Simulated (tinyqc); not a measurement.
Phonon transmission through an interface between two chains by Green functions: one step, computed by the program tinyqc. Command: `OMP_NUM_THREADS=1 python tinyqc.py 3015238 3015239 out.jsonl agf walk`. One thread of a shared host (Intel(R) Xeon(R) Processor @ 2.30GHz), about 0.01 s of CPU time with the checks.

Two semi-infinite chains (masses m_1, m_2; springs k_1, k_2), motion along the chain. The central region holds the end atom of each chain, joined by springs k_b. lambda = omega^2 in eV/(angstrom^2 u); nu = 15.6333042 THz x sqrt(lambda).

Task: Self-energies and the matrix at the probe frequency. In chain i, sin(q_i a/2) = nu/nu_max,i. An outgoing wave makes the next atom move as exp(i q_i a) times the end atom, so the lead adds the self-energy Sigma_i = -k_i exp(i q_i a) to the force-constant matrix; Gamma_i = -2 Im Sigma_i = 2 k_i sin(q_i a). A = lambda M - K - Sigma over the central atoms, with K_ii the sum of the springs at i, K_(i,i+1) = -k_b; G = inverse of A; transmission = Gamma_1 Gamma_2 |G_(first,last)|^2.

Inputs (values chosen for the exercise, for two model chains):
```
quantity             value           unit
mass m_1              51.7              u
spring k_1            3.89  eV/angstrom^2
mass m_2              69.8              u
spring k_2             3.4  eV/angstrom^2
junction spring k_b   3.52  eV/angstrom^2
```

Atoms in the interlayer: none.

probe frequency = 6.003600 THz

band top of chain 1 = 8.576504 THz

band top of chain 2 = 6.900690 THz

Constants: nu for 1 eV/(angstrom^2 u) = 15.6333042 THz.

Give: q_1 a; q_2 a; Gamma_1; Gamma_2; A (complex symmetric).

Result:

q_1 a = 1.5508 rad

q_2 a = 2.1104 rad

Gamma_1 = 7.7784 eV/angstrom^2

Gamma_2 = 5.8338 eV/angstrom^2

A (complex symmetric) (eV/angstrom^2):
```
                end of 1        end of 2
end of 1  0.2923+3.8892i          3.5200
end of 2          3.5200  1.6269+2.9169i
```
